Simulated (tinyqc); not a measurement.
# Dead time against afterpulsing

Afterpulse probability pap = pa (Cd Vx/q) exp(-td/tt) Pm, with Pm the trigger probability of a released carrier; largest rate 1/td; each true event gives 1/(1 - pap) counts.

Values chosen for this exercise: excess bias Vx = 4.9 V; diode capacitance Cd = 170 fF; trapping probability per avalanche carrier pa = 1.3e-7; trap release time tt = 6.7 ns.

Constants: q = 1.602176634e-19 C. Results are converted to the units shown.

Pm = 0.553

Dead time against afterpulsing:

| td (ns) | pap (%) | largest rate (1e6/s) | counts per event |
|---|---|---|---|
| 1.3 | 30.78 | 769.2 | 1.445 |
| 2.2 | 26.92 | 454.5 | 1.368 |
| 3.5 | 22.17 | 285.7 | 1.285 |
| 5.8 | 15.73 | 172.4 | 1.187 |
| 9.4 | 9.190 | 106.4 | 1.101 |
| 15 | 3.984 | 66.67 | 1.041 |
| 25 | 0.8956 | 40.00 | 1.009 |
| 40 | 0.09546 | 25.00 | 1.001 |

The afterpulse probability falls from 30.8 to 0.0955 %, a factor of ten for every 15.4 ns, while the largest rate falls from 769 to 25.0 million a second.

Numbers from tinyqc (`OMP_NUM_THREADS=1 python tinyqc.py 2630064 2630065 out.jsonl`; about 0.01 s on one thread of a shared Intel Xeon 2.30GHz).
